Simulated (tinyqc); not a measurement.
Electron mobility in a silicon inversion layer, empirical terms and Matthiessen rule: effect of the temperature.

Inversion layer of sheet density Ns on a uniformly doped body, under a high-permittivity gate with an interlayer. The mobility terms are empirical power laws with prefactors chosen for the exercise; adding their inverses (Matthiessen) is itself an approximation.

Nc and Nv are given at 325 K and scale as (T/325 K)^1.5; Eg is fixed. ni = sqrt(Nc Nv) exp(-Eg/(2 Vt)), Eg in volts; Ndep = sqrt(2 eps0 eps_r Nb (2 Vt ln(Nb/ni) + Vsb)/q); E = q (Ndep + eta Ns)/(eps0 eps_r), in MV/cm. With t = T/(300 K): muC = Ac (Ns/1e12 cm^-2) t/(Nb/1e17 cm^-3 + Nit/1e11 cm^-2), muP = Ap E^(-1/3) t^(-1.75), muS = As E^(-gs), muR = Ar exp(2 ti/lr)/t; 1/mu is the sum of the inverses.

Inputs (values chosen for the exercise); material values close to those of silicon: band gap Eg = 1.13 eV; relative permittivity of the semiconductor eps_r = 11.5; conduction-band density of states at the reference temperature Nc = 3.17e19 cm^-3; valence-band density of states at the reference temperature Nv = 3.02e19 cm^-3; body doping Nb = 2.5e18 cm^-3; reverse body bias Vsb = 0.6 V; weight of the inversion charge in the effective field eta = 0.5; phonon-limited mobility at 1 MV/cm and 300 K Ap = 468 cm^2/(V s); roughness-limited mobility at 1 MV/cm As = 693 cm^2/(V s); exponent of the roughness term gs = 2; Coulomb prefactor Ac = 2800 cm^2/(V s); charge at the interface Nit = 9e11 cm^-2; remote-phonon mobility without interlayer Ar = 250 cm^2/(V s); interlayer thickness ti = 1.5 nm; decay length of remote phonons lr = 0.9 nm; inversion density Ns = 9.2e11 cm^-2.

Constants: q = 1.602176634e-19 C, kB = 1.380649e-23 J/K, Vt = kB T/q, eps0 = 8.8541878128e-14 F/cm where lengths are in cm. Results are converted to the units shown.

Result of one run:
```
E (MV/cm)  muC (cm^2/(V s))  muP (cm^2/(V s))  muS (cm^2/(V s))  muR (cm^2/(V s))  mu (cm^2/(V s))
1.1965               75.765            440.84            484.08            7007.9           56.575
```

Which temperature T gave this result: 120, 160, 250 or 300 K?

T = 300 K.

The whole series:
```
T (K)  E (MV/cm)  muC (cm^2/(V s))  muP (cm^2/(V s))  muS (cm^2/(V s))  muR (cm^2/(V s))  mu (cm^2/(V s))
120       1.2319            30.306            2170.0            456.66             17520           28.008
160       1.2254            40.408            1313.9            461.47             13140           36.034
200       1.2181            50.510            890.94            467.08             10512           43.184
250       1.2078            63.137            604.62            475.07            8409.5           50.719
300       1.1965            75.765            440.84            484.08            7007.9           56.575
350       1.1843            88.392            337.75            494.08            6006.8           60.737
400       1.1713            101.02            268.35            505.08            5255.9           63.309
450       1.1576            113.65            219.23            517.12            4671.9           64.481
```

As T goes from 120 to 450 K, E falls from 1.23 to 1.16 MV/cm and mu rises from 28.0 to 64.5 cm^2/(V s). The Coulomb term is the smallest in the first and the last row. For T = 120 to 160 K dopant freeze-out and degenerate screening, left out here, matter.

Program tinyqc, `OMP_NUM_THREADS=1 python tinyqc.py 2510091 2510092 out.jsonl`; Intel Xeon 2.30GHz, shared host, one thread, about 0.01 s.
